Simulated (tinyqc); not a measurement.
Raising U: Hubbard chain of 2 sites, mean field against exact. Computed by the program tinyqc. Collinear unrestricted mean field (the lowest of 40 random starts) against exact diagonalisation.

one-body matrix (hopping and site energies) (eV):
```
,1,2
1,0.0000,-0.6800
2,-0.6800,0.0000
```

electrons, up and down: 1  1

Exact and mean-field results (eV):
```
U,U/t,E exact,E mean field,mean |n_up - n_down|,"double occupancy, exact",first gap in the sector
0.340,0.500,-1.20058,-1.19000,0.000,0.219,1.201
0.680,1.000,-1.06186,-1.02000,0.000,0.189,1.062
1.360,2.000,-0.84053,-0.68000,5.18e-04,0.138,0.841
2.040,3.000,-0.68000,-0.45333,0.745,0.100,0.680
4.080,6.000,-0.41177,-0.22667,0.943,0.042,0.412
5.440,8.000,-0.32105,-0.17000,0.968,0.026,0.321
8.160,12.000,-0.22070,-0.11333,0.986,0.013,0.221
13.600,20.000,-0.13467,-0.06800,0.995,4.85e-03,0.135
```

Estimate the missing row, U = 2.72.

Computed row:
```
U        U/t   E exact  E mean field  mean |n_up - n_down|  double occupancy, exact  first gap in the sector
2.720  4.000  -0.56333      -0.34000                 0.866                    0.073                    0.563
```

In absolute terms mean field is worst at U/t = 3.0, 0.227 eV too high: at small U it is nearly exact, and at large U it misses only exchange-scale energies. For the symmetric dimer the instability lies at U = 2t. Its local moments set in at U/t = 3.0 of those listed, a broken symmetry that the exact state of a finite cluster with equal spins does not have. Relative to the exact energy its error is 0.9 % at the smallest U, 50 % at most and 50 % at the largest. The double occupancy falls from 0.219 to 0.005; at the largest U the first gap is 0.99 times the exchange scale 4t^2/U.
